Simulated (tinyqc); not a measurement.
Surface potential of a MOS transistor: implicit equation and explicit approximations: one step of the calculation.

p-type body, charge-sheet picture, depletion and inversion only, full ionisation (an idealisation for deep acceptors), Boltzmann statistics (rough once Na exp(x - xn) passes about Nc/7). In units of Vt: xg = (Vg - Vfb)/Vt, x = psi/Vt, G = gamma/sqrt(Vt), xn = (2 phiF + Vc)/Vt. The implicit equation is (xg - x)^2 = G^2 [x - 1 + exp(x - xn)] for x above about 3. Cox = eps0 eox/tox.

Question. New x. D = exp(x - xn), f = (xg - x)^2 - G^2 (x - 1 + D), f' = -2 (xg - x) - G^2 (1 + D), x(new) = x - f/f'.

x after iteration 1 = 27.275472
G = 2.7312446
xn = 23.979042
xg = 46.418072

Find: D; f; f'; x after iteration 2.

Answer.

D = 27.016
f = -31.099
f' = -247.28
x after iteration 2 = 27.150

tinyqc, about 0.01 s, one thread, Intel Xeon 2.30GHz (shared host): `OMP_NUM_THREADS=1 python tinyqc.py 2122246 2122247 out.jsonl`
